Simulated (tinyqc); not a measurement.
# Film and buried-oxide thickness from two coupling ratios

Problem. In a depleted film -dVT/dVb is k1 = Cs Cbox/(Cox (Cs + Cbox)) for a front channel and k2 = Cbox (Cox + Cs)/(Cox Cs) for a back channel, with Cox = eps0 eox/tox, Cs = eps0 eps_r/ts, Cbox = 3.9 eps0/tb. Find ts and tb.

Parameters, values chosen for the exercise; band and dielectric values close to those of silicon:
```
symbol  value  unit                                                                 meaning
eps_r    11.8                                                         relative permittivity
eox       3.9        relative permittivity of the gate insulator (close to silicon dioxide)
tox       4.4    nm                                                     insulator thickness
```

coupling ratios for a front and a back channel: [0.10660972, 0.20189563]

Solution. With y = Cox/Cs and z = Cox/Cbox, 1/k1 = y + z and k2 = (1 + y)/z, so y = (k2/k1 - 1)/(1 + k2); the thicknesses follow from y and z.

ts = 9.90 nm
tb = 38.0 nm

Numbers from tinyqc (`OMP_NUM_THREADS=1 python tinyqc.py 2190162 2190163 out.jsonl`; about 0.4 s on one thread of a shared Intel Xeon 2.30GHz).
